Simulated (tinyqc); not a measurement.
Rectangular fin or nanosheet with a gate all round, subbands and threshold shift from confinement: one step of the calculation.

Undoped body with a flat potential across it, hard walls, transport along x. One isotropic valley (g = 1, mx = my = mz = me). Non-parabolicity enters the subband edges through E (1 + al E) = gamma, so E = 2 gamma/(1 + sqrt(1 + 4 al gamma)); motion within a subband is taken as parabolic with the band-edge mass. Energies are counted from the bulk band edge.

Question. Threshold shift. Each subband has N_k = g sqrt(2 mx m0 kB T/(pi hbar^2)); without degeneracy n = exp(EF/Vt) sum N_k exp(-E_k/Vt). Classical value Nc times t H, Nc = sum over valleys of 2 g (m m0 kB T/(2 pi hbar^2))^1.5 with m = (mx my mz)^(1/3). Threshold shift dVT = Vt ln(classical value/sum N_k exp(-E_k/Vt)). Use the subbands listed.

Inputs (values chosen for the exercise); masses close to those of InAs: temperature T = 77 K; mass at the band edge me = 0.0231 m0; width (along y) t = 7.7 nm; height (along z) H = 7.7 nm.

Constants: q = 1.602176634e-19 C, kB = 1.380649e-23 J/K, hbar = 1.054571817e-34 J s, m0 = 9.1093837015e-31 kg, Vt = kB T/q. Results are converted to the units shown.

```
subband    E_k (eV)  N_k (cm^-1)
1,1      0.29001548  3.5785031e5
1,2      0.53303066  3.5785031e5
2,1      0.53303066  3.5785031e5
2,2      0.71300762  3.5785031e5
1,3      0.81528806  3.5785031e5
3,1      0.81528806  3.5785031e5
```

Wanted: shares; sum N_k exp(-E_k/Vt); Nc; classical value; dVT.

Answer.

shares, subband 1,1 to 3,1 (%): 100.00  0.00  0.00  0.00  0.00  0.00
sum N_k exp(-E_k/Vt) = 3.7300e-14 cm^-1
Nc = 1.1456e16 cm^-3
classical value = 6792.4 cm^-1
dVT = 263.71 mV

Range of the model: Non-parabolicity also makes carriers heavier within each subband, which is left out, so densities of states are understated at high energy.

tinyqc, about 0.1 s, one thread, Intel Xeon 2.30GHz (shared host): `OMP_NUM_THREADS=1 python tinyqc.py 2350123 2350124 out.jsonl`
